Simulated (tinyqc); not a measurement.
RHF in the sto-6g basis, for H2, spin multiplicity 1, step by step. Computed by tinyqc, a small Python program that keeps every step (integrals from PySCF). Settings: charge = 0, multiplicity = 1, basis = sto-6g, energy threshold = 1e-08, iteration cap = 87, orthogonalisation = canonical, start = core, DIIS depth = 3, method = RHF. Command: `OMP_NUM_THREADS=1 python tinyqc.py 22234 22235 out.jsonl` (the two numbers bound the seeds that draw the settings). One thread of a shared host (Intel(R) Xeon(R) Processor @ 2.60GHz), about 0.03 s of CPU time with the checks. Later iterations appear only in the table of the cycle.

## One-electron integrals

Geometry (angstrom):
```
atom,x,y,z
H,0.000000,0.000000,0.000000
H,0.000000,0.000000,1.088000
```

Basis sto-6g: exponents (1/bohr^2) and contraction coefficients of normalised primitives:
```
element,l (shell),exponent,coefficient
H,s (1),35.523221,0.009164
H,s (1),6.513144,0.049361
H,s (1),1.822143,0.168538
H,s (1),0.625955,0.370563
H,s (1),0.243077,0.416492
H,s (1),0.100112,0.130334
```

Overlap, kinetic and nuclear-attraction integrals over the contracted functions; the nuclear repulsion is the sum of Za Zb / Rab.

nuclear repulsion = 0.48637611 hartree

overlap S:
```
,1H 1s,2H 1s
1H 1s,1.000000,0.446556
2H 1s,0.446556,1.000000
```

kinetic energy T (hartree):
```
,1H 1s,2H 1s
1H 1s,0.768522,0.083062
2H 1s,0.083062,0.768522
```

nuclear attraction V (hartree):
```
,1H 1s,2H 1s
1H 1s,-1.715403,-0.687662
2H 1s,-0.687662,-1.715403
```

core Hamiltonian H = T + V (hartree):
```
,1H 1s,2H 1s
1H 1s,-0.946880,-0.604600
2H 1s,-0.604600,-0.946880
```

## Two-electron integrals

Functions are numbered as in S; the eight-fold symmetry (ij|kl) = (ji|kl) = (kl|ij) leaves the list below.

Two-electron integrals (ij|kl) in chemists' order, unique and non-zero (hartree):
```
i,j,k,l,(ij|kl)
1,1,1,1,0.774999
2,1,1,1,0.270810
2,1,2,1,0.124862
2,2,1,1,0.450332
2,2,2,1,0.270810
2,2,2,2,0.774999
```

## Orthogonalisation

S = U s U^T; canonical form X = U s^(-1/2), so that X^T S X = 1. Each column of U has its largest component positive (the first on a tie).

eigenvalues of S: 0.553444  1.446556

X:
```
,1,2
1H 1s,0.950491,0.587919
2H 1s,-0.950491,0.587919
```

## Starting guess

The start is the orbitals of the core Hamiltonian; D = 2 C_occ C_occ^T.

D at the start:
```
,1H 1s,2H 1s
1H 1s,0.691297,0.691297
2H 1s,0.691297,0.691297
```

## Iteration 1: building the Fock matrix

J_ij = sum D_kl (ij|kl), K_ij = sum D_kl (ik|jl); F = H + J - 0.5 K; E = tr D H + tr D J / 2 - 0.25 tr D K + E_nn.

Coulomb J (hartree):
```
,1H 1s,2H 1s
1H 1s,1.221488,0.547054
2H 1s,0.547054,1.221488
```

exchange K (hartree):
```
,1H 1s,2H 1s
1H 1s,0.996491,0.772051
2H 1s,0.772051,0.996491
```

Fock matrix F (hartree):
```
,1H 1s,2H 1s
1H 1s,-0.223638,-0.443572
2H 1s,-0.443572,-0.223638
```

total energy of this density = -1.04739796 hartree

## Iteration 1: diagonalisation and new density

Diagonalise F' = X^T F X, C = X C', fill 1 alpha and 1 beta electrons from the bottom; D = 2 C_occ C_occ^T. Each column has its largest component positive (the first on a tie).

F' = X^T F X (hartree):
```
,1,2
1,0.397392,0.000000
2,0.000000,-0.461240
```

orbital energies (hartree): MO1 -0.461240, MO2 0.397392

coefficients C:
```
,MO1,MO2
1H 1s,0.587919,0.950491
2H 1s,0.587919,-0.950491
```

D after iteration 1:
```
,1H 1s,2H 1s
1H 1s,0.691297,0.691297
2H 1s,0.691297,0.691297
```

## Iteration 2: building the Fock matrix

As before.

Coulomb J (hartree):
```
,1H 1s,2H 1s
1H 1s,1.221488,0.547054
2H 1s,0.547054,1.221488
```

exchange K (hartree):
```
,1H 1s,2H 1s
1H 1s,0.996491,0.772051
2H 1s,0.772051,0.996491
```

Fock matrix F (hartree):
```
,1H 1s,2H 1s
1H 1s,-0.223638,-0.443572
2H 1s,-0.443572,-0.223638
```

total energy of this density = -1.04739796 hartree

## Iteration 2 (converged): orbitals

As before.

F' = X^T F X (hartree):
```
,1,2
1,0.397392,0.000000
2,0.000000,-0.461240
```

orbital energies (hartree): MO1 -0.461240, MO2 0.397392

coefficients C:
```
,MO1,MO2
1H 1s,0.587919,0.950491
2H 1s,0.587919,-0.950491
```

D after iteration 2:
```
,1H 1s,2H 1s
1H 1s,0.691297,0.691297
2H 1s,0.691297,0.691297
```

## Convergence

Stop when the energy changes by less than 1e-08 hartree and every element of the error matrix X^T (F D S - S D F) X is below 3e-05.

Course of the cycle:
```
iteration,E (hartree),change,largest element of the error matrix
1,-1.04739796,-,1.24e-16
2,-1.04739796,0.000000,1.24e-16
```

PySCF RHF in the same basis = -1.04739796 hartree

Converged in 2 iterations.

## Populations, bond orders and dipole

Mulliken: Z minus the diagonal of D S on the atom; Loewdin: the same with S^(1/2) D S^(1/2); Mayer order: 2 sum_s sum (D(s) S)_ij (D(s) S)_ji over the two atoms.

Charges (e):
```
atom,Mulliken,Loewdin
1H,0,0
2H,0,0
```

Mayer bond orders:
```
pair,order
2-1,1.000000
```

dipole moment about the origin, x y z (debye): 0.000000  0.000000  0.000000
